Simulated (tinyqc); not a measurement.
Gate voltage for a given inversion charge.

Problem. p-type body, charge-sheet picture, depletion and inversion only, full ionisation (an idealisation for deep acceptors), Boltzmann statistics (rough once Na exp(x - xn) passes about Nc/7). In units of Vt: xg = (Vg - Vfb)/Vt, x = psi/Vt, G = gamma/sqrt(Vt), xn = (2 phiF + Vc)/Vt. The implicit equation is (xg - x)^2 = G^2 [x - 1 + exp(x - xn)] for x above about 3. Cox = eps0 eox/tox. ni = sqrt(Nc Nv) exp(-Eg/(2 Vt)), Eg in volts; phiF = Vt ln(Na/ni); gamma = sqrt(2 q eps0 eps_r Na)/Cox. N_inv = (Cox Vt G/q) [sqrt(x - 1 + exp(x - xn)) - sqrt(x - 1)]. Find x - xn, psi and Vg.

Values chosen for this exercise; band and dielectric values close to those of silicon:
- T = 250 K (temperature)
- Eg = 1.12 eV (band gap)
- eps_r = 11.5 (relative permittivity)
- Nc = 2.15e19 cm^-3 (conduction-band density of states at T)
- Nv = 2.02e19 cm^-3 (valence-band density of states at T)
- eox = 3.9 (relative permittivity of the gate insulator (close to silicon dioxide))
- tox = 2.2 nm (insulator thickness)
- Na = 3.2e16 cm^-3 (acceptor density)
- Vfb = -0.36 V (flat-band voltage)
- Vc = 0.2 V (channel-body voltage)

Constants: q = 1.602176634e-19 C, kB = 1.380649e-23 J/K, Vt = kB T/q, eps0 = 8.8541878128e-14 F/cm where lengths are in cm. Results are converted to the units shown.

N_inv = 1e11 cm^-2

Answer. N_inv rises steadily with x, so it fixes x; the implicit equation then gives xg directly.

x - xn = 2.79
psi = 1.10 V
Vg = 0.819 V

Computed by the program tinyqc: `OMP_NUM_THREADS=1 python tinyqc.py 2122102 2122103 out.jsonl`, one thread of a shared Intel Xeon 2.30GHz, about 0.01 s for the whole run.
